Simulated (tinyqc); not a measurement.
Composition against offsets: model-solid line-up of a strained alloy layer on a substrate.

All values of the alloy are linear in x but the gap, Eg(x) = (1 - x) Eg_A + x Eg_B - C x (1 - x), and the valence edge, Ev(x) = (1 - x) Ev_A + x Ev_B + fv C x (1 - x); Ec = Ev + Eg. Ev is the top of the unstrained valence band on a scale common to all materials. In the layer only the Gamma valley of the conduction band is followed, also where an X or L valley would lie lower.

Coherent growth on a (111) face: e_par = (a_s - a)/a, e_perp = -(2 C11 + 4 C12 - 4 C44)/(C11 + 2 C12 + 4 C44) e_par; exx = eyy = ezz = (2 e_par + e_perp)/3 and exy = eyz = ezx = (e_perp - e_par)/3.

Strained edges: Ec + ac tr(e); the valence edges are Ev plus the levels of the 6 x 6 matrix of X, Y, Z times spin with -Dso/3 + l exx + m (eyy + ezz) on the diagonal (cyclic), n exy off it, l = av + 2 b, m = av - b, n = sqrt(3) d. Spin-orbit term (Dso/3) L.sigma on X, Y, Z with (L_k)_ij = -i epsilon_kij: <X+|H|Y+> = -i Dso/3, <X+|H|Z-> = Dso/3, <Y+|H|Z-> = -i Dso/3, <Z+|H|X-> = -Dso/3, <Z+|H|Y-> = i Dso/3, <X-|H|Y-> = i Dso/3, and their conjugates; + and - are the spin along z.

dEc = Ec(substrate) - Ec(layer), dEv = Ev(layer) - Ev(substrate); positive values confine the carrier in the layer. Type I: both of one sign; type II: opposite signs; type III: the gaps do not overlap.

Parameters, chosen for this exercise (A near InAs, B near AlAs, substrate near Ge; not measured data):
```
symbol  value           unit      meaning
a       (6.054, 5.66)   angstrom  lattice constant of A, B
Eg      (0.421, 3.099)  eV        gap at Gamma to the s-like level of A, B
Dso     (0.387, 0.278)  eV        spin-orbit splitting of A, B
Ev      (-0.59, -1.35)  eV        top of the unstrained valence band of A, B
ac      (-5.1, -5.7)    eV        conduction deformation potential of A, B
av      (1, 2.46)       eV        valence hydrostatic potential of A, B
b       (-1.78, -2.29)  eV        tetragonal shear potential of A, B
d       (-3.62, -3.36)  eV        trigonal shear potential of A, B
C11     (83.4, 123.8)   GPa       of A, B
C12     (45.3, 53.2)    GPa       of A, B
C44     (40.1, 54.5)    GPa       of A, B
C       0.68            eV        bowing of the gap
fv      0.2                       share of the bowing taken by the valence edge
a_s     5.65            angstrom  substrate
Eg_s    0.753           eV        lowest gap of the substrate
Ev_s    -0.35           eV        substrate valence edge
face    111                       growth face
```

Each composition is strained to the same substrate.

Results:
```
x     e_par (%)  relaxed gap (eV)  strained gap (eV)  valence splitting (meV)  dEc (eV)  dEv (eV)  type
0.59      -2.95             1.837              2.058                      125    -0.661    -0.644     I
0.65      -2.55             2.007              2.204                      113    -0.754    -0.697     I
0.70      -2.22             2.153              2.328                      103    -0.834    -0.741     I
0.76      -1.82             2.332              2.479                       88    -0.933    -0.793     I
0.81      -1.48             2.486              2.608                       75    -1.018    -0.837     I
0.87      -1.07             2.674              2.765                       57    -1.123    -0.889     I
0.92      -0.73             2.835              2.898                       40    -1.213    -0.932     I
0.98      -0.32             3.032              3.060                       18    -1.323    -0.984     I
```

What can be read from this table?

The layer stays under compression over this range. The strained gap runs from 2.058 to 3.060 eV, against 1.837 to 3.032 eV for the relaxed alloy: strain takes back part of the change that the composition makes. Strains above 2 % can be kept only in layers of a few nanometres. The line-up is type I throughout, with the layer as the barrier. Where the alloy is indirect its X or L edge, left out, lies lower and sets the real gap and dEc.

(tinyqc, `OMP_NUM_THREADS=1 python tinyqc.py 1080017 1080018 out.jsonl`, Intel(R) Xeon(R) Processor @ 2.30GHz, 1 thread, shared host, about 0.01 s.)
